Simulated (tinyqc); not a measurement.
What moves the optical response: interband optics of a two-band s-p chain from momentum matrix elements.

H(k) = [[Es - 2 ts cos ka, 2i V sin ka], [-2i V sin ka, Ep_ + 2 tp cos ka]] in the basis s, p; the lower band is full, with two electrons a cell. The velocity operator times hbar is W = dH/dk (eV angstrom); intra-atomic dipoles are left out.

With w(k) = |<c|W|v>|^2 and D(k) = Ec - Ev, on the mesh k_j = (j + 1/2)/N (2 pi/a): eps(E) = 1 + (8 pi e2/(a Ar)) mean_j (w/D^2) [1/(D - E - i eta) + 1/(D + E + i eta)], e2 = e^2/(4 pi eps0); light polarised along the chains, no local fields.

Constants: e^2/(4 pi eps0) = 14.39964547 eV angstrom; hbar^2/2m0 = 3.80998211 eV angstrom^2.

Parameters, chosen for this exercise: a = 2.61 angstrom (period); Es = 2.87 eV (upper orbital (s)); Ep_ = -3.75 eV (lower orbital (p)); ts = 0.7 eV (s-s hopping); tp = 0.26 eV (p-p hopping); V = 1.34 eV (s-p hopping); Ar = 11 angstrom^2 (cross-section per chain).

Mesh of 400 points; n_eff = 2 mean(w/(c D)), c = hbar^2/2m0. Each row changes one parameter from the base and keeps the others.

Results:

| case | smallest D (eV) | largest D (eV) | n_eff | eps(0) |
|---|---|---|---|---|
| base | 4.700 | 8.888 | 1.645 | 3.042 |
| a = 2.74 angstrom | 4.700 | 8.888 | 1.812 | 3.144 |
| Es = 3.17 eV | 5.000 | 9.147 | 1.592 | 2.784 |
| ts = 0.84 eV | 4.420 | 9.024 | 1.661 | 3.226 |
| V = 1.474 eV | 4.700 | 9.153 | 1.924 | 3.355 |
| Ar = 12.1 angstrom^2 | 4.700 | 8.888 | 1.645 | 2.857 |

The largest shifts from the base row, up to three for each result and ties (the steps differ in size, so this ranks the rows, not the parameters). smallest D (eV): Es +0.300, ts -0.280; unchanged at the printed digits by a, V and Ar. largest D (eV): V +0.265, Es +0.258, ts +0.136; unchanged at the printed digits by a and Ar. n_eff: V +0.279, a +0.168, Es -0.053; unchanged at the printed digits by Ar. eps(0): V +0.312, Es -0.258, Ar -0.186.

tinyqc: `OMP_NUM_THREADS=1 python tinyqc.py 1650389 1650390 out.jsonl`; about 0.01 s, one thread, shared Intel(R) Xeon(R) Processor @ 2.30GHz.
